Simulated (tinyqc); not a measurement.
# Read current of a NAND string, cells in series solved by shooting: read current against the number of cells

Cells in series, numbered from 0 at the source line (0 V) to the bit line, each followed by a gap resistance Rg. A cell with gate Vg, threshold VT, source Vs and drain Vd passes I = 2 nf K Vt^2 [F(Vs) - F(Vd)]/(1 + th max(Vg - VT, 0)), F(V) = ln^2(1 + exp((Vg - VT - nf V)/(2 nf Vt))). The selected cell has Vg = Vr, the others Vg = Vp.

For a trial current I start at 0 V and, cell by cell, solve for the drain: sqrt(F(Vd)) = sqrt(F(Vs) - I/k), k = 2 nf K Vt^2/(1 + th max(Vg - VT, 0)), Vd = [Vg - VT - 2 nf Vt ln(exp(sqrt F) - 1)]/nf, then add I Rg. The string current is the I for which the last node reaches Vbl. The apparent threshold is the Vr at which I = Is. Background: all other cells erased (VT = Ve) or all in the highest state (VT = Vh); ratio and shift are high over erased and high minus erased. The selected cell is in the middle, cell n/2.

Inputs (values chosen for the exercise); values of the order met in vertical NAND strings: temperature T = 300 K; gain factor of a cell K = 29 uA/V^2; slope factor nf = 1.5; mobility reduction factor th = 0.1 1/V; resistance of the gap between cells Rg = 1.8 kohm; bit-line voltage Vbl = 0.5 V; pass voltage Vp = 6.9 V; threshold of an erased cell Ve = -1.9 V; threshold of the highest state Vh = 3 V; threshold of the selected cell Vx = 0.4 V; sensing current Is = 50 nA; read voltage on the selected word line Vr = 2.17 V.

Constants: q = 1.602176634e-19 C, kB = 1.380649e-23 J/K, Vt = kB T/q. Results are converted to the units shown.

Result of one run:
```
I, others erased (uA)  I, others high (uA)   ratio  apparent VT, erased (V)  apparent VT, high (V)  background shift (mV)
2.883                                1.910  0.6625                   0.4386                 0.4416                  2.978
```

Which number of cells n gave this result: 16, 32, 64, 96 or 128?

n = 16.

The whole series:
columns A: n; B: I, others erased (uA); C: I, others high (uA); D: ratio; E: apparent VT, erased (V); F: apparent VT, high (V); G: background shift (mV)
```
A         B       C       D       E       F      G
8     5.116   3.602  0.7040  0.4358  0.4373  1.487
16    2.883   1.910  0.6625  0.4386  0.4416  2.978
32    1.537  0.9840  0.6400  0.4441  0.4501  5.970
64   0.7949  0.4995  0.6284  0.4552  0.4672  11.99
96   0.5360  0.3347  0.6244  0.4663  0.4844  18.07
128  0.4043  0.2517  0.6225  0.4774  0.5016  24.21
192  0.2711  0.1682  0.6205  0.4997  0.5363  36.64
```

With erased neighbours the current falls from 5.12 to 0.271 uA, as n^(-0.83) between the first two rows and n^(-0.99) between the last two (-1 once the series resistance rules). The ratio falls from 0.704 to 0.620 and the background shift rises from 1.49 to 36.6 mV.

tinyqc, about 0.9 s, one thread, Intel Xeon 2.30GHz (shared host): `OMP_NUM_THREADS=1 python tinyqc.py 2142183 2142184 out.jsonl`
